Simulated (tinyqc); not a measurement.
Worked calculation: tight binding, kagome lattice. One step of it, computed by the program tinyqc.

Problem. Levels at K. Diagonalise the Hermitian matrix.

H(k) at K (eV), order A, B, C:
$$\begin{pmatrix}
0.000000 & -0.685000+1.186455i & -0.685000-1.186455i \\
-0.685000-1.186455i & 0.000000 & -0.685000+1.186455i \\
-0.685000+1.186455i & -0.685000-1.186455i & 0.000000
\end{pmatrix}$$

Give: eigenvalues.

Solution.

eigenvalues (eV): [-1.370, -1.370, 2.740]
